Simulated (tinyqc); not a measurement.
Worked calculation: virtual-crystal alloy in the empirical-pseudopotential method. Values are carried at full precision from step to step, so a last printed digit may differ when a step is redone from the rounded ones.

Virtual crystal A(1-x)B(x): a = (1 - x) a_A + x a_B. Rule linear: V = (1 - x) V_A + x V_B. Rule volume: V = [(1 - x) a_A^3 V_A + x a_B^3 V_B]/a^3, since a form factor is an atomic potential divided by the cell volume.

Constants: hbar^2/2m0 = 3.80998211 eV angstrom^2; Ry = 13.60569312 eV.

Values chosen for the exercise (classic local form factors of the size used for GaAs (A) and InAs (B), which place X and L only to a few tenths of an eV; shifted at random, so the results belong to these values and not to a real crystal):

| symbol | value | unit | meaning |
|---|---|---|---|
| a | (5.65, 6.032) | angstrom | lattice constants of A, B |
| VSA | (-0.228, 0.011, 0.059) | Ry | symmetric form factors of A |
| VAA | (0.069, 0.051, 0.01) | Ry | antisymmetric form factors of A |
| VSB | (-0.217, 0, 0.051) | Ry | symmetric form factors of B |
| VAB | (0.08, 0.05, 0.03) | Ry | antisymmetric form factors of B |
| rule | linear |  | mixing rule |
| x | 0.39 |  | fraction of B |

## The virtual crystal

Form a, the two weights and the form factors.

a = 5.7990 angstrom

weights of A and B: 0.61000  0.39000

VS at 3, 8, 11 (Ry): -0.22371  0.00671  0.05588

VA at 3, 4, 11 (Ry): 0.07329  0.05061  0.01780

## The six lowest plane waves at X

Empirical pseudopotential on the fcc lattice, atoms at +/- tau, tau = a (1,1,1)/8, no spin-orbit coupling. H(G,G') = c (2 pi/a)^2 |k + G|^2 delta + VS(q) cos(q.tau) + i VA(q) sin(q.tau), q = G - G', c = hbar^2/2m0; k and G in units of 2 pi/a; VS at |q|^2 = 3, 8, 11 and VA at 3, 4, 11, in rydberg, zero elsewhere. At each k the basis holds all G with |k + G|^2 up to 16; energies are counted from the fourth level at Gamma.

k = (1,0,0) with the small basis G = (0,0,0), (-2,0,0), (-1,1,1), (-1,-1,-1), (-1,1,-1), (-1,-1,1) in place of the full one.

H in this small basis (eV):
```
                  000           -200         -1+1+1         -1-1-1         -1+1-1         -1-1+1
000             4.473         0.689i  -2.152-0.705i   2.152+0.705i  -2.152+0.705i  -2.152+0.705i
-200          -0.689i          4.473   2.152-0.705i  -2.152+0.705i  -2.152-0.705i  -2.152-0.705i
-1+1+1  -2.152+0.705i   2.152+0.705i          8.946         -0.091         0.689i         0.689i
-1-1-1   2.152-0.705i  -2.152-0.705i         -0.091          8.946        -0.689i        -0.689i
-1+1-1  -2.152-0.705i  -2.152+0.705i        -0.689i         0.689i          8.946          0.091
-1-1+1  -2.152-0.705i  -2.152+0.705i        -0.689i         0.689i          0.091          8.946
```

## Levels in the small basis

Diagonalise; the gap between the fourth and fifth level is a first estimate of the direct gap at X.

levels (absolute scale of H) (eV): -0.312  3.879  8.854  8.854  11.696  11.756

gap = 2.842 eV

The full basis gives 3.865 eV for this gap.

## The lowest conduction band along Gamma-X and at L

Full basis at each k.

Levels (eV):

| k | band 3 | band 4 | band 5 | band 6 |
|---|---|---|---|---|
| L | -0.833 | -0.833 | 1.583 | 4.894 |
| (0.00,0,0) | 0.000 | 0.000 | 1.036 | 4.418 |
| (0.20,0,0) | -0.314 | -0.314 | 2.385 | 3.888 |
| (0.40,0,0) | -0.949 | -0.949 | 2.935 | 3.812 |
| (0.60,0,0) | -1.556 | -1.556 | 2.240 | 3.378 |
| (0.70,0,0) | -1.778 | -1.778 | 2.009 | 2.925 |
| (0.80,0,0) | -1.940 | -1.940 | 1.870 | 2.545 |
| (0.85,0,0) | -1.996 | -1.996 | 1.829 | 2.398 |
| (0.90,0,0) | -2.038 | -2.038 | 1.805 | 2.284 |
| (1.00,0,0) | -2.071 | -2.071 | 1.793 | 2.186 |

On these points band 5 is lowest at (0.00,0,0), 1.036 eV above the valence top: in this model the gap is direct, by a margin of 547 meV.

## Checks

- Fifth band at (0.85,0,0) against the equivalent point (0,0,-0.85), on the absolute scale of H (eV): both 10.0524.

tinyqc: `OMP_NUM_THREADS=1 python tinyqc.py 1080730 1080731 out.jsonl`; about 0.2 s, one thread, shared Intel(R) Xeon(R) Processor @ 2.30GHz.
